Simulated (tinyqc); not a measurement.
## Trench capacitor in an array: capacitance, non-linearity, leakage and relaxation: capacitance, non-linearity and leakage against thickness

A film between two metal electrodes, each interface adding a series capacitance ci. The small-signal permittivity is ek (1 + aq E^2); the field is found with the linear permittivity. Leakage J = J0 sinh(E/Ef). After a voltage step the film passes a relaxation current kr C V tt^(-nr), tt being the time in seconds. The sidewall is a coaxial capacitor with radii a = dm/2 - t and b = dm/2, depth AR dm; the end face is left out.

Planar film: Cf = eps0 ek/t, 1/C = 1/Cf + 2/ci, EOT = 3.9 eps0/C, effective permittivity C t/eps0, E = (V/t) C/Cf; quadratic coefficient [C(V)/C - 1]/V^2 with Cf (1 + aq E^2) in C(V).

Values chosen for this exercise; permittivity of the order of that of zirconium oxide:
```
symbol   value       unit                                                             meaning
ek          38                                              relative permittivity of the film
ci        1000    uF/cm^2  capacitance of each electrode interface (dead layer and screening)
aq      0.0077  cm^2/MV^2                     quadratic field coefficient of the permittivity
V          1.5          V                                                                bias
J0       9e-11     A/cm^2                                                   leakage prefactor
Ef        0.19      MV/cm                             field for an e-fold rise of the leakage
```

Constants: eps0 = 8.8541878128e-14 F/cm where lengths are in cm. Results are converted to the units shown.

Capacitance, non-linearity and leakage against thickness:
```
t (nm),C (uF/cm^2),EOT (nm),effective permittivity,E (MV/cm),quadratic coefficient (ppm/V^2),J (A/cm^2)
3.9,8.4808,0.40717,37.355,3.7809,48002,0.019746
5.4,6.1540,0.56112,37.532,2.7436,25425,8.4023e-5
7.7,4.3317,0.79717,37.671,1.9312,12649,1.1679e-6
11,3.0401,1.1359,37.769,1.3553,6247.7,5.6391e-8
15,2.2330,1.5464,37.830,0.99553,3376.5,8.4870e-9
21,1.5971,2.1622,37.879,0.71200,1729.3,1.9074e-9
30,1.1190,3.0859,37.915,0.49888,849.82,6.1838e-10
43,0.78124,4.4201,37.941,0.34829,414.49,2.7420e-10
60,0.56014,6.1648,37.957,0.24972,213.17,1.5541e-10
```

C falls from 8.48 to 0.560 uF/cm^2 while the effective permittivity goes from 37.4 to 38.0 (ek = 38). EOT is a straight line in t with slope 3.9/ek = 0.103 and intercept 0.00691 nm. The quadratic coefficient goes as t^(-1.95) between the first two rows and t^(-2.00) between the last two (-2 without interfaces), and J falls by 8.10 decades. For t = 3.9 direct tunnelling, left out, would add to the leakage.

Numbers from tinyqc (`OMP_NUM_THREADS=1 python tinyqc.py 2102157 2102158 out.jsonl`; about 0.01 s on one thread of a shared Intel Xeon 2.30GHz).
